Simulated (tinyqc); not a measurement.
Keating valence-force model of a tetrahedral crystal: one step, computed by the program tinyqc. Command: `OMP_NUM_THREADS=1 python tinyqc.py 3027732 3027733 out.jsonl keating walk`. One thread of a shared host (Intel(R) Xeon(R) Processor @ 2.30GHz), about 0.02 s of CPU time with the checks.

Atom A sits at 0 and atom B at a/4 (1,1,1) of an fcc lattice; the four bonds from A are t = a/4 (1,1,1), a/4 (1,-1,-1), a/4 (-1,1,-1), a/4 (-1,-1,1), of length d = sqrt(3) a/4. Energy: E = (3 alpha/(8 d^2)) sum over bonds (r.r - d^2)^2 + (3 beta/(8 d^2)) sum over pairs of bonds at one atom (r_i.r_j + d^2/3)^2, with beta_A for the six pairs at A and beta_B for the six at B. The cell holds two atoms, Omega = a^3/4. 1 N/m = 1 J/m^2. With constants fitted to the elastic moduli this model puts optical and zone-boundary frequencies of real crystals too high, by up to about 20 % in elemental crystals and up to about 50 % in compounds, and mostly by more for TA modes; in compounds the lattice part of the static dielectric constant then comes out too low.

Task: LO-TO splitting. The long-range field adds 4 pi Z*^2 (e^2/(4 pi eps_0))/(eps_inf Omega mu) to lambda for the longitudinal mode at q -> 0; lambda = (nu/15.6333042 THz)^2; eps_0 = eps_inf (nu_LO/nu_TO)^2 (Lyddane-Sachs-Teller; here eps_0 is the static dielectric constant).

Inputs (values chosen for the exercise, modelled on indium phosphide): lattice constant a = 5.869 angstrom; Born charge Z* = 2.44 e; eps_inf = 9.69.

Structure: zinc blende.

nu_TO at G = 11.31238 THz

reduced mass mu = 24.39108 u

Constants: nu for 1 eV/(angstrom^2 u) = 15.6333042 THz; e^2/(4 pi eps_0) = 14.39964548 eV angstrom.

Give: nu_LO at G; static dielectric constant.

Result:

nu_LO at G = 12.25 THz

static dielectric constant = 11.36

The splitting is 8.3 % of nu_TO, and the lattice adds 1.67 to the dielectric constant.
